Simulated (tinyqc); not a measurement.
Deformation-potential model of the L valleys of a conduction band: sweeps and comparisons. A value that a table varies takes the place of the one given here.

Valleys with axes along [111], [1-1-1], [-11-1] and [-1-11], one whole valley each. Herring-Vogt shift of a valley with unit axis a: dE = Xd tr(e) + Xu a.e.a. Non-degenerate shares n_i = exp(-dE_i/kT)/sum_j exp(-dE_j/kT). Inverse mass tensor of a valley: (1 - a a)/mt + a a/ml; the masses are taken as independent of strain.

s11 = (C11 + C12)/((C11 - C12)(C11 + 2 C12)), s12 = -C12/((C11 - C12)(C11 + 2 C12)), s44 = 1/C44; exx = s11 sxx + s12 (syy + szz) and cyclic, exy = s44 sxy/2; tension is positive. A uniaxial stress X along the unit vector n is s_ij = X n_i n_j.

Constants: kB = 8.617333262e-05 eV/K.

Parameters, chosen for this exercise (near those of Ge; shifted at random, so the results belong to these values and not to a real crystal):
```
symbol  value           unit  meaning
ml      1.602           m0    longitudinal mass
mt      0.084           m0    transverse mass
Xd      -6.7            eV    dilation potential
Xu      15.38           eV    uniaxial potential
C11     128.4           GPa
C12     48.7            GPa
C44     67.3            GPa
load    uniaxial [110]        kind of stress
T       350             K     temperature
X1      0.4             GPa   size of the stress
X       1.73            GPa   stress
```

## Sweep of a uniaxial [110] stress

m_c = 1/(u.M.u) along [110] with M = sum_i n_i (inverse mass tensor); gain against zero stress at a fixed scattering time.

Results:
```
X (GPa)  spread (meV)  lowest edge (meV)  n [111]  n [1-1-1]  n [-11-1]  n [-1-11]  m_c (m0)  gain (%)
-3.00           228.5              -93.4    0.500      0.000      0.000      0.500    0.2279     -46.1
-1.50           114.3              -46.7    0.489      0.011      0.011      0.489    0.2197     -44.1
-0.60            45.7              -18.7    0.410      0.090      0.090      0.410    0.1742     -29.5
0.00              0.0                0.0    0.250      0.250      0.250      0.250    0.1228       0.0
0.60             45.7              -27.0    0.090      0.410      0.410      0.090    0.0948      29.5
1.50            114.3              -67.6    0.011      0.489      0.489      0.011    0.0852      44.1
3.00            228.5             -135.2    0.000      0.500      0.500      0.000    0.0840      46.1
```

Along [110] the gain is -46.1 % at -3.00 GPa and +46.1 % at 3.00 GPa. The slope at zero stress (from +/- 0.001 GPa), +58.3 % per GPa, carried to the ends would give -175 and +175 %; the response falls behind at both ends, as it saturates once the spread passes a few kT (kT = 30.2 meV, spread up to 229 meV).

## Gain for each load and current direction

Each load has the size X1. Gain m_c(0)/m_c - 1 in per cent from repopulation alone, m_c = 1/(u.M.u), M = sum_i n_i (inverse mass tensor); biaxial means sxx = syy.

Gain (%); + is tension, - compression:
```
load                [100]  [010]  [001]  [110]  [1-10]  [111]
uniaxial [110] (+)    0.0    0.0    0.0   21.5   -21.5   14.3
uniaxial [110] (-)    0.0    0.0    0.0  -21.5    21.5  -14.3
uniaxial [100] (+)    0.0    0.0    0.0    0.0     0.0    0.0
uniaxial [100] (-)    0.0    0.0    0.0    0.0     0.0    0.0
uniaxial [111] (+)    0.0    0.0    0.0   10.5   -10.5   21.0
uniaxial [111] (-)    0.0    0.0    0.0  -19.2    19.2  -38.4
biaxial (001) (+)     0.0    0.0    0.0    0.0     0.0    0.0
biaxial (001) (-)     0.0    0.0    0.0    0.0     0.0    0.0
```

The largest gain is +21.5 %, for uniaxial [110] (+) with the current along [110] and uniaxial [110] (-) with the current along [1-10]; for a [110] channel it is +21.5 %, under uniaxial [110] (+). No gain or loss appears under biaxial (001) and uniaxial [100]: the valleys stay equivalent.

## Temperature and repopulation

The load is fixed; m_c along [110] as 1/(u.M.u).

Results:
```
T (K)  kT (meV)  n [111]  n [1-1-1]  n [-11-1]  n [-1-11]  m_c (m0)
50         4.31    0.000      0.500      0.500      0.000    0.0840
77         6.64    0.000      0.500      0.500      0.000    0.0840
150       12.93    0.000      0.500      0.500      0.000    0.0840
225       19.39    0.001      0.499      0.499      0.001    0.0841
300       25.85    0.003      0.497      0.497      0.003    0.0843
400       34.47    0.011      0.489      0.489      0.011    0.0852
500       43.09    0.022      0.478      0.478      0.022    0.0864
```

The largest share falls from 0.500 at 50 K to 0.478 at 500 K (equal shares: 0.250); m_c goes from 0.0840 to 0.0864, against 0.1228 without stress. Only spread/kT enters, so the small-stress response goes as 1/T.

## What each parameter does

Spread of the valley edges, lowest edge, largest share and m_c along [110]. Each row changes one parameter from the base and keeps the others.

Results:
```
case              spread (meV)  lowest edge (meV)  largest share  m_c (m0)
base                    131.79             -77.95         0.4937    0.0847
ml = 1.282 m0           131.79             -77.95         0.4937    0.0847
mt = 0.067 m0           131.79             -77.95         0.4937    0.0675
Xd = -5.36 eV           131.79             -67.68         0.4937    0.0847
Xu = 18.456 eV          158.14             -83.27         0.4974    0.0843
C11 = 154.08 GPa        131.79             -76.72         0.4937    0.0847
C12 = 58.44 GPa         131.79             -76.99         0.4937    0.0847
C44 = 53.84 GPa         164.73             -94.42         0.4979    0.0842
X = 2.076 GPa           158.14             -93.54         0.4974    0.0843
T = 420 K               131.79             -77.95         0.4872    0.0854
```

The largest shifts from the base row, up to three for each result and ties (the steps differ in size, so this ranks the rows, not the parameters). spread (meV): C44 +32.95, Xu +26.36, X +26.36; unchanged at the printed digits by ml, mt, Xd, C11, C12 and T. lowest edge (meV): C44 -16.47, X -15.59, Xd +10.27; unchanged at the printed digits by ml, mt and T. largest share: T -0.0065, C44 +0.0041, Xu +0.0036, X +0.0036; unchanged at the printed digits by ml, mt, Xd, C11 and C12. m_c (m0): mt -0.0171, T +0.0007, C44 -0.0004, Xu -0.0004, X -0.0004; unchanged at the printed digits by ml, Xd, C11 and C12. Xd moves all valleys together, so it shifts the edge and nothing else.

Run: tinyqc, `OMP_NUM_THREADS=1 python tinyqc.py 1050580 1050581 out.jsonl`; Intel(R) Xeon(R) Processor @ 2.30GHz, one thread, shared host; about 0.04 s of CPU time with all checks.
